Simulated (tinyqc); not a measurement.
Orbital energy against energy difference: ionisation energy by orbital energies and by energy differences in the cc-pvdz basis, for H4, spin multiplicity 1. Computed by the program tinyqc with PySCF. 

Geometry (angstrom):
```
atom       x       y       z
H     0.0000  0.0000  0.0000
H     0.0000  0.0000  0.8190
H     0.0000  0.0000  1.7710
H     0.0000  0.0000  2.5900
```

CCSD(T) difference in the same basis = 12.7083 eV

IP-EOM-CCSD = 12.7413 eV

The cation is unrestricted; errors are against CCSD(T) in this basis, not against experiment.

First vertical ionisation energy (eV):
```
method     -e(HOMO)  E(cation) - E  error of -e(HOMO)  error of the difference
HF          12.7460      11.858497             0.0377                  -0.8498
LDA          7.8542      12.401392            -4.8540                  -0.3069
PBE          7.9550      12.474220            -4.7533                  -0.2340
B3LYP        9.1551      12.683214            -3.5532                  -0.0251
PBE0         9.3142      12.558639            -3.3940                  -0.1496
CAM-B3LYP   10.7398      12.642026            -1.9684                  -0.0662
LC-wPBE     12.1149      12.668566            -0.5934                  -0.0397
```

Koopmans errs by +0.04 eV and Delta-HF by -0.85 eV: relaxation, 0.89 eV, lowers the value and the missing correlation difference works against it. The PBE level is off by -4.8 eV through the wrong tail of its potential, though its energy difference is off by -0.23 eV; exact exchange deepens the level, and among the orbital energies HF comes closest; among the differences B3LYP does.
